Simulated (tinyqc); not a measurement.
Inside a calculation (part 1 of 3). Method: UHF in the 6-311g basis, for H2, spin multiplicity 3. Computed by tinyqc, a small Python program that keeps every step (integrals from PySCF). Settings: charge = 0, multiplicity = 3, basis = 6-311g, energy threshold = 1e-09, iteration cap = 84, orthogonalisation = canonical, start = random, DIIS depth = 8, damping = 0.3, method = UHF. Command: `OMP_NUM_THREADS=1 python tinyqc.py 23989 23990 out.jsonl` (the two numbers bound the seeds that draw the settings). One thread of a shared host (Intel(R) Xeon(R) Processor @ 2.60GHz), about 0.09 s of CPU time with the checks. Later iterations appear only in the table of the cycle.

## One-electron integrals

Geometry (angstrom):
```
atom         x         y         z
H     0.000000  0.000000  0.000000
H     0.000000  0.000000  1.237000
```

Basis 6-311g: exponents (1/bohr^2) and contraction coefficients of normalised primitives:
```
element  l (shell)   exponent  coefficient
H            s (1)  33.865000     0.025494
H            s (1)   5.094790     0.190373
H            s (1)   1.158790     0.852161
H            s (2)   0.325840     1.000000
H            s (3)   0.102741     1.000000
```

Overlap, kinetic and nuclear-attraction integrals over the contracted functions; the nuclear repulsion is the sum of Za Zb / Rab.

nuclear repulsion = 0.42779079 hartree

overlap S:
```
          1H 1s     1H 2s     1H 3s     2H 1s     2H 2s     2H 3s
1H 1s  1.000000  0.706377  0.373664  0.031922  0.171980  0.222519
1H 2s  0.706377  1.000000  0.788963  0.171980  0.410553  0.514859
1H 3s  0.373664  0.788963  1.000000  0.222519  0.514859  0.755251
2H 1s  0.031922  0.171980  0.222519  1.000000  0.706377  0.373664
2H 2s  0.171980  0.410553  0.514859  0.706377  1.000000  0.788963
2H 3s  0.222519  0.514859  0.755251  0.373664  0.788963  1.000000
```

kinetic energy T (hartree):
```
           1H 1s     1H 2s     1H 3s      2H 1s     2H 2s     2H 3s
1H 1s   2.304348  0.549119  0.106346  -0.068162  0.007662  0.041433
1H 2s   0.549119  0.488760  0.184881   0.007662  0.081569  0.086318
1H 3s   0.106346  0.184881  0.154112   0.041433  0.086318  0.094611
2H 1s  -0.068162  0.007662  0.041433   2.304348  0.549119  0.106346
2H 2s   0.007662  0.081569  0.086318   0.549119  0.488760  0.184881
2H 3s   0.041433  0.086318  0.094611   0.106346  0.184881  0.154112
```

nuclear attraction V (hartree):
```
           1H 1s      1H 2s      1H 3s      2H 1s      2H 2s      2H 3s
1H 1s  -2.538887  -1.362892  -0.674814  -0.055168  -0.319400  -0.404879
1H 2s  -1.362892  -1.335437  -0.910046  -0.319400  -0.574603  -0.624697
1H 3s  -0.674814  -0.910046  -0.881966  -0.404879  -0.624697  -0.706025
2H 1s  -0.055168  -0.319400  -0.404879  -2.538887  -1.362892  -0.674814
2H 2s  -0.319400  -0.574603  -0.624697  -1.362892  -1.335437  -0.910046
2H 3s  -0.404879  -0.624697  -0.706025  -0.674814  -0.910046  -0.881966
```

core Hamiltonian H = T + V (hartree):
```
           1H 1s      1H 2s      1H 3s      2H 1s      2H 2s      2H 3s
1H 1s  -0.234539  -0.813773  -0.568468  -0.123330  -0.311738  -0.363445
1H 2s  -0.813773  -0.846677  -0.725165  -0.311738  -0.493033  -0.538378
1H 3s  -0.568468  -0.725165  -0.727855  -0.363445  -0.538378  -0.611413
2H 1s  -0.123330  -0.311738  -0.363445  -0.234539  -0.813773  -0.568468
2H 2s  -0.311738  -0.493033  -0.538378  -0.813773  -0.846677  -0.725165
2H 3s  -0.363445  -0.538378  -0.611413  -0.568468  -0.725165  -0.727855
```

## Two-electron integrals

Functions are numbered as in S; the eight-fold symmetry (ij|kl) = (ji|kl) = (kl|ij) leaves the list below.

Two-electron integrals (ij|kl) in chemists' order, unique and non-zero (hartree):
```
(11|11) 1.393035   (21|11) 0.822971   (21|21) 0.509703   (22|11) 0.822904
(22|21) 0.543028   (22|22) 0.644106   (31|11) 0.411256   (31|21) 0.257757
(31|22) 0.279868   (31|31) 0.130794   (32|11) 0.543681   (32|21) 0.365771
(32|22) 0.452669   (32|31) 0.189803   (32|32) 0.325140   (33|11) 0.494021
(33|21) 0.340115   (33|22) 0.445993   (33|31) 0.178035   (33|32) 0.331779
(33|33) 0.361682   (41|11) 0.025831   (41|21) 0.017290   (41|22) 0.020824
(41|31) 0.008943   (41|32) 0.014655   (41|33) 0.014401   (41|41) 0.001230
(42|11) 0.092125   (42|21) 0.064277   (42|22) 0.085803   (42|31) 0.033782
(42|32) 0.063804   (42|33) 0.068294   (42|41) 0.005202   (42|42) 0.029603
(43|11) 0.102672   (43|21) 0.072092   (43|22) 0.098580   (43|31) 0.038006
(43|32) 0.074641   (43|33) 0.082709   (43|41) 0.005770   (43|42) 0.036166
(43|43) 0.046258   (44|11) 0.427704   (44|21) 0.301830   (44|22) 0.420820
(44|31) 0.159523   (44|32) 0.322742   (44|33) 0.364535   (44|41) 0.025831
(44|42) 0.183774   (44|43) 0.242247   (44|44) 1.393035   (51|11) 0.183774
(51|21) 0.115929   (51|22) 0.127139   (51|31) 0.058934   (51|32) 0.086526
(51|33) 0.081519   (51|41) 0.005202   (51|42) 0.019687   (51|43) 0.021821
(51|44) 0.092125   (51|51) 0.029603   (52|11) 0.271007   (52|21) 0.183472
(52|22) 0.229933   (52|31) 0.095409   (52|32) 0.166101   (52|33) 0.170871
(52|41) 0.010535   (52|42) 0.050327   (52|43) 0.059616   (52|44) 0.271007
(52|51) 0.050327   (52|52) 0.108567   (53|11) 0.253464   (53|21) 0.175155
(53|22) 0.231396   (53|31) 0.091804   (53|32) 0.172647   (53|33) 0.188617
(53|41) 0.010671   (53|42) 0.057882   (53|43) 0.072557   (53|44) 0.341393
(53|51) 0.048668   (53|52) 0.117518   (53|53) 0.138463   (54|11) 0.301830
(54|21) 0.212667   (54|22) 0.294696   (54|31) 0.112304   (54|32) 0.225345
(54|33) 0.254308   (54|41) 0.017290   (54|42) 0.115929   (54|43) 0.152161
(54|44) 0.822971   (54|51) 0.064277   (54|52) 0.183472   (54|53) 0.230487
(54|54) 0.509703   (55|11) 0.420820   (55|21) 0.294696   (55|22) 0.402486
(55|31) 0.155246   (55|32) 0.306199   (55|33) 0.345940   (55|41) 0.020824
(55|42) 0.127139   (55|43) 0.165804   (55|44) 0.822904   (55|51) 0.085803
(55|52) 0.229933   (55|53) 0.287598   (55|54) 0.543028   (55|55) 0.644106
(61|11) 0.242247   (61|21) 0.152161   (61|22) 0.165804   (61|31) 0.077261
(61|32) 0.112595   (61|33) 0.105797   (61|41) 0.005770   (61|42) 0.021821
(61|43) 0.024428   (61|44) 0.102672   (61|51) 0.036166   (61|52) 0.059616
(61|53) 0.057487   (61|54) 0.072092   (61|55) 0.098580   (61|61) 0.046258
(62|11) 0.341393   (62|21) 0.230487   (62|22) 0.287598   (62|31) 0.119756
(62|32) 0.207514   (62|33) 0.213404   (62|41) 0.010671   (62|42) 0.048668
(62|43) 0.057487   (62|44) 0.253464   (62|51) 0.057882   (62|52) 0.117518
(62|53) 0.125113   (62|54) 0.175155   (62|55) 0.231396   (62|61) 0.072557
(62|62) 0.138463   (63|11) 0.342937   (63|21) 0.237064   (63|22) 0.314334
(63|31) 0.124292   (63|32) 0.235591   (63|33) 0.260902   (63|41) 0.011814
(63|42) 0.060710   (63|43) 0.075617   (63|44) 0.342937   (63|51) 0.060710
(63|52) 0.138289   (63|53) 0.160760   (63|54) 0.237064   (63|55) 0.314334
(63|61) 0.075617   (63|62) 0.160760   (63|63) 0.206305   (64|11) 0.159523
(64|21) 0.112304   (64|22) 0.155246   (64|31) 0.059283   (64|32) 0.118594
(64|33) 0.133820   (64|41) 0.008943   (64|42) 0.058934   (64|43) 0.077261
(64|44) 0.411256   (64|51) 0.033782   (64|52) 0.095409   (64|53) 0.119756
(64|54) 0.257757   (64|55) 0.279868   (64|61) 0.038006   (64|62) 0.091804
(64|63) 0.124292   (64|64) 0.130794   (65|11) 0.322742   (65|21) 0.225345
(65|22) 0.306199   (65|31) 0.118594   (65|32) 0.232749   (65|33) 0.263955
(65|41) 0.014655   (65|42) 0.086526   (65|43) 0.112595   (65|44) 0.543681
(65|51) 0.063804   (65|52) 0.166101   (65|53) 0.207514   (65|54) 0.365771
(65|55) 0.452669   (65|61) 0.074641   (65|62) 0.172647   (65|63) 0.235591
(65|64) 0.189803   (65|65) 0.325140   (66|11) 0.364535   (66|21) 0.254308
(66|22) 0.345940   (66|31) 0.133820   (66|32) 0.263955   (66|33) 0.304026
(66|41) 0.014401   (66|42) 0.081519   (66|43) 0.105797   (66|44) 0.494021
(66|51) 0.068294   (66|52) 0.170871   (66|53) 0.213404   (66|54) 0.340115
(66|55) 0.445993   (66|61) 0.082709   (66|62) 0.188617   (66|63) 0.260902
(66|64) 0.178035   (66|65) 0.331779   (66|66) 0.361682
```

## Orthogonalisation

S = U s U^T; canonical form X = U s^(-1/2), so that X^T S X = 1. Each column of U has its largest component positive (the first on a tie).

eigenvalues of S: 0.060056  0.130185  0.327797  0.710928  1.414420  3.356614

X:
```
               1          2          3          4          5         6
1H 1s   0.720996  -0.883409  -0.712630   0.666107   0.462315  0.157216
1H 2s  -1.823711   1.508354   0.631315   0.096188   0.346289  0.242405
1H 3s   2.116551  -0.886088   0.786723  -0.500356   0.140891  0.255896
2H 1s  -0.720996  -0.883409   0.712630   0.666107  -0.462315  0.157216
2H 2s   1.823711   1.508354  -0.631315   0.096188  -0.346289  0.242405
2H 3s  -2.116551  -0.886088  -0.786723  -0.500356  -0.140891  0.255896
```

## Starting guess

The start is random orthonormal orbitals; D(s) = C_occ C_occ^T for each spin.

D(alpha) at the start:
```
           1H 1s      1H 2s      1H 3s      2H 1s      2H 2s      2H 3s
1H 1s   0.210042  -0.515069   0.453994  -0.420955   0.080447  -0.160606
1H 2s  -0.515069   2.133210  -2.152365   1.098831  -1.333187   2.183828
1H 3s   0.453994  -2.152365   2.222075  -0.989348   1.530315  -2.484626
2H 1s  -0.420955   1.098831  -0.989348   0.848746  -0.248112   0.458793
2H 2s   0.080447  -1.333187   1.530315  -0.248112   1.513665  -2.398211
2H 3s  -0.160606   2.183828  -2.484626   0.458793  -2.398211   3.805002
```

D(beta) at the start:
```
          1H 1s     1H 2s     1H 3s     2H 1s     2H 2s     2H 3s
1H 1s  0.000000  0.000000  0.000000  0.000000  0.000000  0.000000
1H 2s  0.000000  0.000000  0.000000  0.000000  0.000000  0.000000
1H 3s  0.000000  0.000000  0.000000  0.000000  0.000000  0.000000
2H 1s  0.000000  0.000000  0.000000  0.000000  0.000000  0.000000
2H 2s  0.000000  0.000000  0.000000  0.000000  0.000000  0.000000
2H 3s  0.000000  0.000000  0.000000  0.000000  0.000000  0.000000
```

## Iteration 1: building the Fock matrix

J_ij = sum D_kl (ij|kl) with D = D(alpha) + D(beta), K_ij = sum D_kl (ik|jl) for each spin; F = H + J - K(s); E = tr D H + tr D J / 2 - 0.5 sum_s tr D(s) K(s) + E_nn.

Coulomb J (hartree):
```
          1H 1s     1H 2s     1H 3s     2H 1s     2H 2s     2H 3s
1H 1s  0.936065  0.637363  0.332772  0.037074  0.168314  0.204388
1H 2s  0.637363  0.826670  0.614470  0.223199  0.406746  0.435435
1H 3s  0.332772  0.614470  0.673037  0.286236  0.485019  0.562407
2H 1s  0.037074  0.223199  0.286236  1.520911  0.943304  0.479301
2H 2s  0.168314  0.406746  0.485019  0.943304  1.053243  0.740231
2H 3s  0.204388  0.435435  0.562407  0.479301  0.740231  0.754177
```

exchange K(alpha) (hartree):
```
           1H 1s     1H 2s     1H 3s      2H 1s     2H 2s     2H 3s
1H 1s   0.239948  0.226946  0.146350  -0.000756  0.061795  0.123752
1H 2s   0.226946  0.283902  0.195647   0.172758  0.181435  0.196212
1H 3s   0.146350  0.195647  0.151471   0.165647  0.155232  0.164502
2H 1s  -0.000756  0.172758  0.165647   1.127367  0.649543  0.287635
2H 2s   0.061795  0.181435  0.155232   0.649543  0.419420  0.234762
2H 3s   0.123752  0.196212  0.164502   0.287635  0.234762  0.219893
```

exchange K(beta) (hartree):
```
          1H 1s     1H 2s     1H 3s     2H 1s     2H 2s     2H 3s
1H 1s  0.000000  0.000000  0.000000  0.000000  0.000000  0.000000
1H 2s  0.000000  0.000000  0.000000  0.000000  0.000000  0.000000
1H 3s  0.000000  0.000000  0.000000  0.000000  0.000000  0.000000
2H 1s  0.000000  0.000000  0.000000  0.000000  0.000000  0.000000
2H 2s  0.000000  0.000000  0.000000  0.000000  0.000000  0.000000
2H 3s  0.000000  0.000000  0.000000  0.000000  0.000000  0.000000
```

F(alpha) (hartree):
```
           1H 1s      1H 2s      1H 3s      2H 1s      2H 2s      2H 3s
1H 1s   0.461578  -0.403356  -0.382045  -0.085500  -0.205220  -0.282810
1H 2s  -0.403356  -0.303908  -0.306342  -0.261297  -0.267723  -0.299155
1H 3s  -0.382045  -0.306342  -0.206289  -0.242856  -0.208592  -0.213509
2H 1s  -0.085500  -0.261297  -0.242856   0.159005  -0.520011  -0.376801
2H 2s  -0.205220  -0.267723  -0.208592  -0.520011  -0.212854  -0.219696
2H 3s  -0.282810  -0.299155  -0.213509  -0.376801  -0.219696  -0.193570
```

F(beta) (hartree):
```
           1H 1s      1H 2s      1H 3s      2H 1s      2H 2s      2H 3s
1H 1s   0.701526  -0.176410  -0.235696  -0.086256  -0.143425  -0.159057
1H 2s  -0.176410  -0.020006  -0.110695  -0.088539  -0.086288  -0.102943
1H 3s  -0.235696  -0.110695  -0.054818  -0.077209  -0.053360  -0.049007
2H 1s  -0.086256  -0.088539  -0.077209   1.286372   0.129531  -0.089167
2H 2s  -0.143425  -0.086288  -0.053360   0.129531   0.206566   0.015066
2H 3s  -0.159057  -0.102943  -0.049007  -0.089167   0.015066   0.026323
```

total energy of this density = 0.39038496 hartree

This density is the starting one.

## Iteration 1: diagonalisation and new density

Diagonalise F' = X^T F X, C = X C', fill 2 alpha and 0 beta electrons from the bottom; D(s) = C_occ C_occ^T; the new density keeps 0.3 of the old one (damping). Each column has its largest component positive (the first on a tie).

F' = X^T F X (alpha) (hartree):
```
           1          2          3          4          5          6
1   1.226240   0.057172  -0.963444   0.017479   0.270713   0.168402
2   0.057172   1.764146  -0.055695  -1.003466   0.001776   0.000716
3  -0.963444  -0.055695   1.080616  -0.072169  -0.342309  -0.089566
4   0.017479  -1.003466  -0.072169   0.760366   0.157167  -0.134984
5   0.270713   0.001776  -0.342309   0.157167  -0.006471   0.016398
6   0.168402   0.000716  -0.089566  -0.134984   0.016398  -0.442405
```

orbital energies (alpha) (hartree): MO1 -0.483900, MO2 -0.144003, MO3 0.135396, MO4 0.263240, MO5 2.219213, MO6 2.392546

coefficients C (alpha):
```
             MO1        MO2        MO3        MO4        MO5        MO6
1H 1s   0.113679  -0.199212  -0.037403  -0.088775  -1.237170  -0.947501
1H 2s   0.535196  -0.289486  -0.153244  -1.345036   1.742174   0.974437
1H 3s  -0.115969  -0.525017  -0.787221   2.035383  -1.032379  -0.319629
2H 1s   0.285868   0.295849  -0.069484   0.067428   0.905360  -1.221449
2H 2s   0.217633   0.735464  -0.992245   0.255229  -1.528626   1.487574
2H 3s   0.292943  -0.070354   2.038183  -0.799842   0.961623  -0.640425
```

F' = X^T F X (beta) (hartree):
```
           1          2          3          4          5          6
1   1.403405   0.091357  -1.005567  -0.059561   0.337398  -0.022072
2   0.091357   1.887297  -0.091073  -1.084005   0.095048  -0.062854
3  -1.005567  -0.091073   1.276382   0.149256  -0.618606   0.042721
4  -0.059561  -1.084005   0.149256   1.136496  -0.179779   0.130245
5   0.337398   0.095048  -0.618606  -0.179779   0.559844  -0.165148
6  -0.022072  -0.062854   0.042721   0.130245  -0.165148  -0.060249
```

orbital energies (beta) (hartree): MO1 -0.122329, MO2 0.150433, MO3 0.328748, MO4 0.596678, MO5 2.377523, MO6 2.872121

coefficients C (beta):
```
            MO1        MO2        MO3        MO4        MO5        MO6
1H 1s  0.181811  -0.065486  -0.115351   0.074602  -1.552828  -0.150820
1H 2s  0.302720  -0.000223  -1.305587   0.639216   1.994755  -0.060821
1H 3s  0.559055  -1.121214   1.554083  -1.035197  -1.053748   0.229583
2H 1s  0.041627   0.080403   0.004719  -0.032643   0.147105  -1.568219
2H 2s  0.034981  -0.046455  -0.409675  -1.607305  -0.456238   1.795756
2H 3s  0.065380   1.515637   0.063600   1.711062   0.455216  -0.882685
```

D(alpha) after iteration 1:
```
           1H 1s      1H 2s      1H 3s      2H 1s      2H 2s      2H 3s
1H 1s   0.099838  -0.071564   0.200183  -0.144794  -0.061107  -0.015060
1H 2s  -0.071564   0.899128  -0.582767   0.376795  -0.467457   0.779152
1H 3s   0.200183  -0.582767   0.868987  -0.428739   0.171136  -0.743312
2H 1s  -0.144794   0.376795  -0.428739   0.373097   0.121427   0.181688
2H 2s  -0.061107  -0.467457   0.171136   0.121427   0.865889  -0.711055
2H 3s  -0.015060   0.779152  -0.743312   0.181688  -0.711055   1.205036
```

D(beta) after iteration 1:
```
          1H 1s     1H 2s     1H 3s     2H 1s     2H 2s     2H 3s
1H 1s  0.000000  0.000000  0.000000  0.000000  0.000000  0.000000
1H 2s  0.000000  0.000000  0.000000  0.000000  0.000000  0.000000
1H 3s  0.000000  0.000000  0.000000  0.000000  0.000000  0.000000
2H 1s  0.000000  0.000000  0.000000  0.000000  0.000000  0.000000
2H 2s  0.000000  0.000000  0.000000  0.000000  0.000000  0.000000
2H 3s  0.000000  0.000000  0.000000  0.000000  0.000000  0.000000
```

## Iteration 2: building the Fock matrix

As before.

Coulomb J (hartree):
```
          1H 1s     1H 2s     1H 3s     2H 1s     2H 2s     2H 3s
1H 1s  1.156693  0.774149  0.401833  0.040146  0.197229  0.244230
1H 2s  0.774149  0.969164  0.707530  0.224131  0.441824  0.488565
1H 3s  0.401833  0.707530  0.750171  0.283786  0.509799  0.604393
2H 1s  0.040146  0.224131  0.283786  1.443643  0.922083  0.472125
2H 2s  0.197229  0.441824  0.509799  0.922083  1.070530  0.759789
2H 3s  0.244230  0.488565  0.604393  0.472125  0.759789  0.778024
```

exchange K(alpha) (hartree):
```
          1H 1s     1H 2s     1H 3s     2H 1s     2H 2s     2H 3s
1H 1s  0.493394  0.469518  0.322835  0.033668  0.140332  0.213396
1H 2s  0.469518  0.531895  0.397459  0.181169  0.267197  0.303809
1H 3s  0.322835  0.397459  0.321113  0.210315  0.261782  0.269950
2H 1s  0.033668  0.181169  0.210315  0.969371  0.703083  0.381661
2H 2s  0.140332  0.267197  0.261782  0.703083  0.600360  0.383982
2H 3s  0.213396  0.303809  0.269950  0.381661  0.383982  0.311315
```

exchange K(beta) (hartree):
```
          1H 1s     1H 2s     1H 3s     2H 1s     2H 2s     2H 3s
1H 1s  0.000000  0.000000  0.000000  0.000000  0.000000  0.000000
1H 2s  0.000000  0.000000  0.000000  0.000000  0.000000  0.000000
1H 3s  0.000000  0.000000  0.000000  0.000000  0.000000  0.000000
2H 1s  0.000000  0.000000  0.000000  0.000000  0.000000  0.000000
2H 2s  0.000000  0.000000  0.000000  0.000000  0.000000  0.000000
2H 3s  0.000000  0.000000  0.000000  0.000000  0.000000  0.000000
```

F(alpha) (hartree):
```
           1H 1s      1H 2s      1H 3s      2H 1s      2H 2s      2H 3s
1H 1s   0.428760  -0.509142  -0.489471  -0.116852  -0.254841  -0.332611
1H 2s  -0.509142  -0.409408  -0.415094  -0.268776  -0.318406  -0.353622
1H 3s  -0.489471  -0.415094  -0.298797  -0.289975  -0.290362  -0.276970
2H 1s  -0.116852  -0.268776  -0.289975   0.239733  -0.594774  -0.478004
2H 2s  -0.254841  -0.318406  -0.290362  -0.594774  -0.376507  -0.349358
2H 3s  -0.332611  -0.353622  -0.276970  -0.478004  -0.349358  -0.261146
```

F(beta) (hartree):
```
           1H 1s      1H 2s      1H 3s      2H 1s      2H 2s      2H 3s
1H 1s   0.922154  -0.039624  -0.166635  -0.083185  -0.114509  -0.119215
1H 2s  -0.039624   0.122487  -0.017635  -0.087607  -0.051209  -0.049813
1H 3s  -0.166635  -0.017635   0.022316  -0.079660  -0.028580  -0.007020
2H 1s  -0.083185  -0.087607  -0.079660   1.209104   0.108310  -0.096344
2H 2s  -0.114509  -0.051209  -0.028580   0.108310   0.223853   0.034624
2H 3s  -0.119215  -0.049813  -0.007020  -0.096344   0.034624   0.050169
```

total energy of this density = -0.40337405 hartree

This density is a damped mixture and is not idempotent.
